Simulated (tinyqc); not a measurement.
Bias-temperature instability, empirical power law with universal recovery: two steps of the calculation.

Threshold-voltage shift at the end of a stress: dV = A (V/V0)^g exp[-(Ea q/kB)(1/T - 1/T0)] (t/1 s)^n. After a delay tr the permanent share pp stays and the rest falls by r = 1/(1 + B (tr/t)^be). An empirical model: its parameters are fits, not properties.

Values chosen for this exercise: reference stress voltage V0 = 1.8 V; reference temperature T0 = 373 K; shift after 1 s at V0 and T0 A = 20 mV; time exponent n = 0.19; voltage exponent g = 3.1; apparent activation energy of the shift Ea = 0.14 eV; permanent share pp = 0.47; recovery scale B = 1.1; recovery dispersion be = 0.23; use voltage V = 1.02 V; use temperature T = 358 K; failure criterion dc = 70 mV; delay before the measurement tr = 10 s.

Constants: q = 1.602176634e-19 C, kB = 1.380649e-23 J/K. Results are converted to the units shown.

Question 1. Shift and lifetime at use conditions. The lifetime solves dV = dc; ten years are 3.15576e8 s.

Find: voltage factor; temperature factor; shift after ten years; lifetime; largest voltage for ten years.

Answer 1.

voltage factor = 0.1719
temperature factor = 0.8332
shift after ten years = 118.0 mV
lifetime = 0.6400 years
largest voltage for ten years = 0.8619 V

The device fails: the shift at ten years is above dc. In time the voltage exponent is g/n = 16.3 and the activation energy Ea/n = 0.737 eV.

Question 2. What a delayed measurement sees. At V0 and T0, measured shift = dV [pp + (1 - pp) r]; the apparent exponent is the slope of ln(shift) against ln t between the first and last point.

t, point 0 to 2 (s): 10  100  1000

Find: dV; share left; measured; apparent n.

Answer 2.

```
point  dV (mV)  share left  measured (mV)
0        30.98      0.7224          22.38
1        47.98      0.7917          37.98
2        74.31      0.8537          63.43
```

apparent n = 0.2263

The delay hides 14.6 % of the last shift and raises the exponent from 0.19 to 0.226, since short stresses recover by a larger share.

Program tinyqc, `OMP_NUM_THREADS=1 python tinyqc.py 2070078 2070079 out.jsonl`; Intel Xeon 2.30GHz, shared host, one thread, about 0.01 s.
